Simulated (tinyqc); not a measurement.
# A chain with uneven site energies and dephasing by Buettiker voltage probes: what changes with what

Sites 1 to 6 form a chain with hopping -t. Lead L joins site 1 and lead R site 6, both semi-infinite chains with hopping -t and site energy 0. Every site carries a probe with self-energy -i Gamma_p/2 that draws no net current. Linear response at zero temperature: mu_L = 1, mu_R = 0 in units of the bias.

Inputs (values chosen for the exercise):
- t = 1.9 eV (hopping (matrix element -t))
- U = [-2.25, 1.7, -1.35, -0.65, -0.89, -0.29] eV (site energies 1 to N)
- E = 1.55 eV (Fermi energy)
- gp = 1.5 eV (probe broadening Gamma_p)

Constants: q = 1.602176634e-19 C, h = 6.62607015e-34 J s. Results are converted to the units shown.

Each table varies one quantity; the others keep the values above.

## Coherent and dephased transmission against energy

Sigma = t^2 g(E), g(x) = (x - i sqrt(4 t^2 - x^2))/(2 t^2) for |x| < 2 t and (x - sign(x) sqrt(x^2 - 4 t^2))/(2 t^2) otherwise; Gamma = -2 Im Sigma; G = (E - H - Sigma_L - Sigma_R + i Gamma_p/2)^(-1). With Gamma the broadening by one lead, T_RL = Gamma^2 |G_(6,1)|^2, T_pL = Gamma Gamma_p |G_(p,1)|^2, T_pR = Gamma Gamma_p |G_(p,6)|^2, T_pq = Gamma_p^2 |G_(p,q)|^2 for p != q. No current into probe p: W mu = T_pL with W_pp = T_pL + T_pR + sum_q T_pq and W_pq = -T_pq. Then T_eff = T_RL + sum_p T_pR mu_p, and the resistance is (h/2q^2)/T_eff. Without probes means Gamma_p = 0.

Coherent and dephased transmission against energy:
```
E (eV)  T without probes   T_eff
-3.42             0.3011  0.2277
-2.85             0.4835  0.2455
-2.28             0.3911  0.2423
-1.71             0.2996  0.2408
-1.14             0.2604  0.2386
-0.57             0.2483  0.2332
0                 0.2527  0.2318
0.57              0.2783  0.2428
1.14              0.3296  0.2577
1.71              0.3459  0.2498
2.28              0.2452  0.2160
2.85              0.1682  0.1772
3.42              0.3352  0.1286
```

Without probes T lies between 0.168 and 0.483 in these rows, with them between 0.129 and 0.258. The probes lower it in 12 rows and raise it in 1; the largest relative gain is at E = 2.85 eV, where the coherent value is 0.168.

## Effect of the dephasing strength

Same model as above.

Result of one run:
```
gp (eV)     T_RL  through probes    T_eff  resistance (kohm)
0.1      0.29770        0.044661  0.34236             37.699
```

What becomes of these results when the probe broadening Gamma_p gp is changed from 0.1 to 0.051 eV, all else the same?

Result of the changed run:
```
gp (eV)     T_RL  through probes    T_eff  resistance (kohm)
0.051    0.32368        0.023338  0.34701             37.193
```

The whole series:
```
gp (eV)       T_RL  through probes     T_eff  resistance (kohm)
0.025      0.33836        0.011524   0.34988             36.888
0.051      0.32368        0.023338   0.34701             37.193
0.1        0.29770        0.044661   0.34236             37.699
0.21       0.24670        0.086857   0.33355             38.694
0.43       0.16966         0.14864   0.31830             40.547
0.87      0.081348         0.20952   0.29086             44.373
1.8       0.018636         0.22105   0.23968             53.848
3.6      0.0014492         0.16414   0.16559             77.942
7.3      2.0440e-5        0.087960  0.087980             146.70
```

Without probes the transmission is 0.353. T_eff falls from 0.350 to 0.0880; the direct part falls from 0.338 to 2.04e-5 and the part through probes goes from 0.0115 through a maximum of 0.221 (at gp = 1.8 eV among the rows listed) to 0.0880. At this energy dephasing lowers T_eff from the start: the probes give back less than the direct part loses.

## Resistance against length

With Gamma the broadening by one lead, T_RL = Gamma^2 |G_(last,1)|^2, T_pL = Gamma Gamma_p |G_(p,1)|^2, T_pR = Gamma Gamma_p |G_(p,last)|^2, T_pq = Gamma_p^2 |G_(p,q)|^2 for p != q. The list U is repeated k times, each site with its probe.

Resistance against length:
```
k   sites  T without probes    T_eff  resistance (kohm)
1       6            0.3531   0.2553              50.56
2      12           0.04740   0.1296              99.57
3      18          0.005463  0.08615              149.8
4      24          6.183e-4  0.06449              200.1
6      36          7.886e-6  0.04291              300.8
8      48          1.006e-7  0.03215              401.4
12     72         1.635e-11  0.02142              602.6
16     96         2.659e-15  0.01605              803.9
```

The resistance rises from 50.6 to 804 kohm, by 8.39 kohm a site between k = 8 and 12 and 8.39 between 12 and 16: Ohm's law, R = R0 + rho N with the extrapolated intercept R0 = -1.12 kohm (h/2q^2 = 12.91 kohm). The intercept differs from h/2q^2, since the ends of the chain scatter differently from its bulk, so no mean free path is read from it. Without probes T has fallen to 2.66e-15.

tinyqc, about 0.01 s, one thread, Intel Xeon 2.30GHz (shared host): `OMP_NUM_THREADS=1 python tinyqc.py 2700114 2700115 out.jsonl`
